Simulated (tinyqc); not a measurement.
## Polycrystalline film, grain-boundary barriers (Seto model): effect of the trap density at a boundary

One-dimensional grains of size Lg with donors N; each boundary has Qt acceptor-like traps per area at one level Et below the band edge. Trapped electrons qt deplete a width w = qt/N (both sides together) and raise a barrier Vb = q N w^2/(8 eps0 eps_r). Current crosses the barriers by thermionic emission at small bias. Abrupt depletion, full ionisation, Boltzmann statistics.

Partly depleted grains: the density at the grain centre is n0 = N and qt = Qt/(1 + 2 (Nc/N) exp((Vb - Et)/Vt)). If that gives qt >= N Lg, the grains are fully depleted: qt = N Lg, w = Lg and n0 = 2 Nc exp((Vb - Et)/Vt)/(Qt/(N Lg) - 1). Resistivity: barriers rb = Vt exp(Vb/Vt)/(q n0 vc Lg), grain interior rg = (1 - w/Lg)/(q mg N); effective mobility 1/(q N (rb + rg)).

Parameters, values chosen for the exercise; values close to those of polycrystalline silicon: temperature T = 250 K; relative permittivity of the semiconductor eps_r = 11.7; grain size Lg = 80 nm; donor density N = 3.4e18 cm^-3; mobility inside a grain mg = 220 cm^2/(V s); collection velocity at the barrier vc = 4.3e6 cm/s; conduction-band density of states at T Nc = 2.13e19 cm^-3; trap level below the band edge Et = 0.49 eV.

Constants: q = 1.602176634e-19 C, kB = 1.380649e-23 J/K, Vt = kB T/q, eps0 = 8.8541878128e-14 F/cm where lengths are in cm. Results are converted to the units shown.

The same in every row: n0 (cm^-3) = 3.400e18.

Results:
```
Qt (cm^-2)     w/Lg    Vb (V)  resistivity (ohm cm)
5.8e11      0.02132  0.001913              0.009423
1.3e12      0.04779  0.009609              0.009741
1.9e12      0.06985   0.02053               0.01074
2.7e12      0.09926   0.04145               0.01539
4e12         0.1471   0.09098               0.08556
5.9e12       0.2169    0.1979                 11.24
8.8e12       0.3006    0.3801               5.286e4
```

Estimate the missing row, Qt = 8.6e11 cm^-2.

Computed row:
```
Qt (cm^-2)     w/Lg    Vb (V)  resistivity (ohm cm)
8.6e11      0.03162  0.004205              0.009478
```

With this row back in the table: As Qt goes from 5.8e11 to 8.8e12 cm^-2, the barrier rises from 0.00191 to 0.380 V and the resistivity rises from 0.00942 to 52900 ohm cm. The grains are fully depleted in 0 of the 8 rows. For Qt = 5.8e11 to 2.7e12 cm^-2 the barrier is under 2 Vt, where the depletion and emission pictures are rough.

Computed by the program tinyqc: `OMP_NUM_THREADS=1 python tinyqc.py 2610042 2610043 out.jsonl`, one thread of a shared Intel Xeon 2.30GHz, about 0.01 s for the whole run.
